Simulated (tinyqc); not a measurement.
# Planar ballistic transistor, top-of-the-barrier model: what changes with what

At the top of the source barrier, states moving towards the drain are filled by the source (Fermi level 0) and states moving back by the drain (Fermi level -q Vd); nothing scatters. U is the shift of the band edge there, set by the capacitances CG, CD and CS (the total) and by the charge. Parabolic two-dimensional band; the source is grounded.

Values chosen for this exercise; mass and valleys close to those of gallium arsenide:
- T = 300 K (temperature)
- m = 0.0675 m0 (effective mass)
- gv = 1 (valley degeneracy)
- eox = 3.9 (relative permittivity of the gate insulator)
- tox = 3.4 nm (insulator thickness)
- aG = 0.9 (gate control CG/CS)
- aD = 0.08 (drain control CD/CS)
- E0 = 0.34 eV (band edge at the barrier top above the source Fermi level at zero bias)
- Vd = 0.1 V (drain voltage)

Constants: q = 1.602176634e-19 C, kB = 1.380649e-23 J/K, hbar = 1.054571817e-34 J s, m0 = 9.1093837015e-31 kg, Vt = kB T/q, eps0 = 8.8541878128e-14 F/cm where lengths are in cm. Results are converted to the units shown.

Each table varies one quantity; the others keep the values above.

## Effect of the insulator thickness

N0 = gv m kB T/(pi hbar^2), CG = eps0 eox/tox, vT = sqrt(2 kB T/(pi m)), CS = CG/aG, n0 = n at U = 0 and Vd = 0. eta1 = -(E0 + U)/Vt, eta2 = eta1 - Vd/Vt, n = (N0/2)[F_0(eta1) + F_0(eta2)], F_0(x) = ln(1 + exp x). U = UL + q (n - n0)/CS with UL = -(aG Vg + aD Vd), energies in eV. I = q (N0/2) vT [F_(1/2)(eta1) - F_(1/2)(eta2)] per width, F_(1/2)(x) = (2/sqrt(pi)) int_0^infinity u^(1/2)/(1 + exp(u - x)) du. CQ = (q/Vt) dn/d(eta1). E0 is held fixed.

In this table Vg = 0.6 V, Vd = 0.6 V.

Effect of the insulator thickness:

| tox (nm) | eta1 | n (cm^-2) | I (uA/um) | mean velocity I/(q n) (cm/s) | CQ/CS |
|---|---|---|---|---|---|
| 0.5 | 7.411 | 2.701e12 | 1877 | 4.338e7 | 0.2942 |
| 0.74 | 6.682 | 2.436e12 | 1616 | 4.140e7 | 0.4351 |
| 1.1 | 5.821 | 2.123e12 | 1326 | 3.898e7 | 0.6457 |
| 1.6 | 4.936 | 1.802e12 | 1051 | 3.639e7 | 0.9352 |
| 2.4 | 3.965 | 1.452e12 | 778.1 | 3.345e7 | 1.387 |
| 3.6 | 3.044 | 1.126e12 | 552.5 | 3.062e7 | 2.023 |
| 5.4 | 2.217 | 8.457e11 | 381.0 | 2.812e7 | 2.867 |
| 8 | 1.516 | 6.250e11 | 261.9 | 2.615e7 | 3.862 |

Read the table: what changes, and by how much?

As tox goes from 0.5 to 8 nm, n falls from 2.70e12 to 6.25e11 cm^-2, the mean velocity falls from 4.34e7 to 2.61e7 cm/s and the current falls from 1880 to 262 uA/um. CQ/CS goes from 0.29 to 3.9. Over the range the current goes as tox^(-0.71) on average. For tox = 0.5 to 0.74 nm the insulator is under 1 nm thick, where gate tunnelling would matter.

## Transfer curve

Same model as above.

CQ = (q/Vt) dn/d(eta1).

Transfer curve:

| Vg (V) | eta1 | n (cm^-2) | I (uA/um) | mean velocity I/(q n) (cm/s) | CQ/CS |
|---|---|---|---|---|---|
| 0 | -12.84 | 9.847e5 | 3.133e-4 | 1.986e7 | 5.408e-6 |
| 0.1 | -9.361 | 3.200e7 | 0.01018 | 1.986e7 | 1.757e-4 |
| 0.2 | -5.885 | 1.033e9 | 0.3288 | 1.987e7 | 0.005666 |
| 0.3 | -2.552 | 2.795e10 | 8.979 | 2.005e7 | 0.1480 |
| 0.4 | -0.1733 | 2.288e11 | 78.42 | 2.139e7 | 0.9489 |
| 0.5 | 1.312 | 5.923e11 | 222.7 | 2.347e7 | 1.721 |
| 0.6 | 2.478 | 1.014e12 | 404.1 | 2.488e7 | 2.246 |
| 0.7 | 3.476 | 1.466e12 | 586.9 | 2.499e7 | 2.749 |
| 0.8 | 4.350 | 1.941e12 | 748.8 | 2.408e7 | 3.213 |

Read the table: what changes, and by how much?

The current rises from 3.13e-4 to 749 uA/um. Between the first two rows the swing is 66.1 mV a decade, against Vt ln 10/aG = 66.1. CQ/CS goes from 5.4e-6 to 3.2, so a volt on the gate moves the band edge by 0.90 eV in the first row and 0.21 eV in the last: the gate charge is limited by the insulator. The mean velocity goes from 1.99e7 through a maximum of 2.50e7 (at Vg = 0.7 V among the rows listed) to 2.41e7 cm/s.

Program tinyqc, `OMP_NUM_THREADS=1 python tinyqc.py 2400021 2400022 out.jsonl`; Intel Xeon 2.30GHz, shared host, one thread, about 0.01 s.
